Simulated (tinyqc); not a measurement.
Fermi level and growth conditions: formation energy of a charged point defect from supercell energies. Computed by tinyqc, a small Python program. Command: `OMP_NUM_THREADS=1 python tinyqc.py 3011042 3011043 out.jsonl formation walk`. One thread of a shared host (Intel(R) Xeon(R) Processor @ 2.30GHz), about 0.01 s of CPU time with the checks.

The host is a compound AB. Making the defect adds n_A = -1, n_B = 0, n_X = 1 atoms to the cell. All total energies are inputs. E_F is counted from the valence-band maximum (VBM); x = 0 is A-rich and x = 1 B-rich growth.

Inputs (values chosen for the exercise, for a model compound AB):
```
quantity                      value      unit
gap E_g                        2.11        eV
E_VBM of the host cell        1.256        eV
potential alignment dV        -0.12        eV
dielectric constant eps        10.6         -
cell length L                  11.4  angstrom
mu_A of the pure element     -2.306        eV
formation enthalpy dH of AB   -1.46        eV
growth condition x             0.12         -
mu_X of the pure element     -2.948        eV
formation enthalpy of XB       -1.4        eV
```

Defect: impurity X on an A site. Supercell lattice: bcc.

charge states q: 1  0  -1  -2

E(defect, q) - E(host), in the order of q (eV): 0.839  3.133  5.654  8.137

Constants: e^2/(4 pi eps_0) = 14.39964548 eV angstrom.

Method:
- dmu_A = x dH and dmu_B = (1 - x) dH, so that dmu_A + dmu_B = dH; mu = mu(element) + dmu. The impurity is held at its solubility limit: dmu_X = min(0, dH(XB) - dmu_B).
- The reservoir term is sum n_i mu_i.
- Image-charge correction of a point charge in a neutralising background: E_corr = q^2 alpha e^2/(4 pi eps_0) / (2 eps L), alpha = 2.888462 for a bcc array with L the cube root of the volume.
- E_f(q, E_F) = [E(defect, q) - E(host)] - sum n_i mu_i + q (E_VBM + dV + E_F) + E_corr(q).
- Each entry is the lowest E_f over q.

E_f(q, 0) (eV): (q=+1) 2.72910, (q=0) 3.71500, (q=-1) 5.27210, (q=-2) 7.13540

sum n_i mu_i = -0.582 eV

Lowest formation energy (eV):
```
E_F (eV)  stable q  A-rich, x = 0  x = 0.5  B-rich, x = 1
0.000           +1         2.7891   2.7291         2.7291
0.264           +1         3.0531   2.9931         2.9931
0.528           +1         3.3171   3.2571         3.2571
0.791           +1         3.5801   3.5201         3.5201
1.055            0         3.7750   3.7150         3.7150
1.319            0         3.7750   3.7150         3.7150
1.582           -1         3.7501   3.6901         3.6901
1.846           -1         3.4861   3.4261         3.4261
2.110           -2         2.9754   2.9154         2.9154
```

What follows from these numbers?

Going from A-rich to B-rich growth shifts every line by -0.060 eV and moves no transition level. The slope of the envelope is the stable charge, so E_f is highest in the rows from E_F = 1.05 to 1.32 eV, where the neutral state is stable, and it falls on both sides: the defect is amphoteric and compensates either doping. Caution: the largest image-charge correction in these energies, q^2 alpha e^2/(8 pi eps_0 eps L) with alpha = 2.888462, exceeds a quarter of the gap; the point-charge term alone is then a rough estimate, usually too large for a charge that is spread out.

Extremes, crossings and ranges named in words are read from the listed rows.
